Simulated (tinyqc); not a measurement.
Uniformly doped HEMT, charge control: effect of the undoped spacer next to the channel.

A two-dimensional electron gas of density ns under a barrier. EF and the subbands are counted from the conduction-band edge of the channel at the interface. Two subbands of a triangular well with an infinite wall, parabolic band, no carriers in the barrier.

Fully depleted barrier with eb = ebr: Vp = q ND (d - ds)^2/(2 eps0 eb); donors per area ND (d - ds); Voff = phiB - dEc - Vp. F = q (eta ns + Nb)/(eps0 ec) in eV/nm; E_k = a_k (C F^2/me)^(1/3), a_0 = 2.338107, a_1 = 4.087949, C = hbar^2/(2 m0); D = me m0 q/(pi hbar^2); ns = D Vt [ln(1 + exp((EF - E_0)/Vt)) + ln(1 + exp((EF - E_1)/Vt))], which gives EF = E_0 + Vt ln{2 s/[(1 + u) + sqrt((1 + u)^2 + 4 u s)]} with s = exp(ns/(D Vt)) - 1, u = exp((E_0 - E_1)/Vt). Charge control: ns + Nb = eps0 eb (Vg - Voff - EF)/(q d). Gate capacitance C = q dns/dVg = eps0 eb/(d + dd), dd = (eps0 eb/q) dEF/dns.

Values chosen for this exercise; material values close to those of AlGaAs on GaAs:
```
symbol,value,unit,meaning
T,300,K,temperature
d,24,nm,barrier thickness from gate to channel
me,0.0655,m0,electron mass in the channel
ec,13,,relative permittivity of the channel
ebr,12.1,,relative permittivity of the barrier
phiB,0.99,eV,barrier height of the gate
dEc,0.229,eV,conduction-band offset
ND,1.9e18,cm^-3,donor density of the doped part
eta,0.75,,share of ns that counts in the confining field
Nb,6.8e10,cm^-2,depletion charge of the buffer
Vg,0.53,V,gate voltage
```

Constants: q = 1.602176634e-19 C, kB = 1.380649e-23 J/K, hbar = 1.054571817e-34 J s, m0 = 9.1093837015e-31 kg, Vt = kB T/q, eps0 = 8.8541878128e-14 F/cm where lengths are in cm, hbar^2/(2 m0) = 0.0380998212 eV nm^2. Results are converted to the units shown.

Results:
```
ds (nm)  Voff (V)  ns (cm^-2)    EF (eV)  EF - E_0 (eV)  second subband (%)  dd (nm)  C (uF/cm^2)     EF/dEc
1        0.009454    1.030e12     0.1266        0.02599               9.521    7.288       0.3424     0.5527
3          0.1345    7.662e11    0.09613        0.01203               12.06    8.237       0.3323     0.4198
4          0.1927    6.465e11    0.08083       0.004752               13.65    8.895       0.3257     0.3530
6          0.3007    4.326e11    0.04962       -0.01092               17.59    10.86       0.3074     0.2167
9          0.4413    1.819e11  -0.001029       -0.04022               25.54    17.97       0.2553  -0.004496
10         0.4825    1.199e11   -0.01999       -0.05298               28.53    23.67       0.2248   -0.08728
12         0.5564    3.596e10   -0.06373       -0.08724               33.80    59.13       0.1289    -0.2783
```

Estimate the missing row, ds = 7 nm.

Computed row:
```
ds (nm)  Voff (V)  ns (cm^-2)  EF (eV)  EF - E_0 (eV)  second subband (%)  dd (nm)  C (uF/cm^2)  EF/dEc
7          0.3504    3.392e11  0.03345       -0.01965               19.98    12.39       0.2944  0.1461
```

With this row back in the table: As ds goes from 1 to 12, ns falls from 1.03e12 to 3.60e10 cm^-2, EF falls from 0.127 to -0.0637 eV and C falls from 0.342 to 0.129 uF/cm^2. Voff rises from 0.00945 to 0.556 V. The second subband holds over 20 % for ds = 9, 10, 12, where the higher subbands left out would add electrons. For ds = 1, 3 the band minimum in the barrier comes within 3 Vt of EF or below it, so the barrier is no longer depleted and takes electrons that the model puts in the channel.

Numbers from tinyqc (`OMP_NUM_THREADS=1 python tinyqc.py 2180095 2180096 out.jsonl`; about 0.01 s on one thread of a shared Intel Xeon 2.30GHz).
